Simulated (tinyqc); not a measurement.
Inside a calculation. Model: threshold of a short bulk MOSFET: charge sharing, barrier lowering, narrow width.

Computed by the program tinyqc: `OMP_NUM_THREADS=1 python tinyqc.py 2002073 2002074 out.jsonl`, one thread of a shared Intel Xeon 2.30GHz, about 0.01 s for the whole run. Printed values are rounded.

n-channel device on a p-type body, depletion approximation, full ionisation. Uniform doping N = Na. Vbi from Boltzmann statistics is rough for the degenerate source. Cox = eps0 eox/tox.

Values chosen for this exercise; band and dielectric values close to those of silicon:
- T = 350 K (temperature)
- Eg = 1.11 eV (band gap)
- eps_r = 11.7 (relative permittivity)
- Nc = 3.54e19 cm^-3 (conduction-band density of states at T)
- Nv = 3.31e19 cm^-3 (valence-band density of states at T)
- eox = 3.9 (relative permittivity of the gate insulator (close to silicon dioxide))
- tox = 2.9 nm (insulator thickness)
- Na = 3.7e17 cm^-3 (channel doping)
- Nsd = 1e20 cm^-3 (source and drain doping)
- Vfb = -0.92 V (flat-band voltage for the doping Na)
- xj = 41 nm (junction depth)
- Vbs = 0 V (body-source voltage)
- Vds = 1 V (drain-source voltage)
- W = 220 nm (gate width)
- xw = 0 (shape factor of the fringing depletion at the width edges)
- L = 230 nm (channel length)

Constants: q = 1.602176634e-19 C, kB = 1.380649e-23 J/K, Vt = kB T/q, eps0 = 8.8541878128e-14 F/cm where lengths are in cm. Results are converted to the units shown.

## Long-channel threshold and scales

ni = sqrt(Nc Nv) exp(-Eg/(2 Vt)), Eg in volts; 2 pB = 2 Vt ln(N/ni); flat band Vfb - Vt ln(N/Na); Wd = sqrt(2 eps0 eps_r (2 pB - Vbs)/(q N)); body term q N Wd/Cox; long-channel VT0 = flat band + 2 pB + body term; Vbi = Vt ln(N Nsd/ni^2); scale length l = sqrt((eps_r/eox) tox Wd).

N = 3.7e17 cm^-3
2 pB = 0.836903 V
flat band = -0.92 V
Wd = 54.0834 nm
body term = 0.269253 V
VT0 = 0.186156 V
Vbi = 1.00579 V
l = 21.6916 nm

## Short-channel and narrow-width shifts

Charge sharing (trapezoid; it ignores Vds): F = (xj/L)(sqrt(1 + 2 Wd/xj) - 1), lowering = body term times F. Barrier lowering: th = exp(-L/(2 l)) + 2 exp(-L/l), lowering = th [2 (Vbi - 2 pB) + Vds], DIBL = th. Narrow width: rise = body term times xw Wd/W. VT by each model = VT0 - lowering + rise.

F = 0.161756
lowering by charge sharing = 43.5532 mV
th = 0.00503332
lowering of the barrier = 6.73340 mV
DIBL = 5.03332 mV/V
narrow-width rise = 0 mV
VT, charge sharing = 0.142602 V
VT, barrier lowering = 0.179422 V

L is 10.6 scale lengths. The charge-sharing lowering is 6.47 times the barrier lowering; the first falls off as 1/L and the second exponentially. Both describe the same loss of gate control, so they are alternatives and are not added.
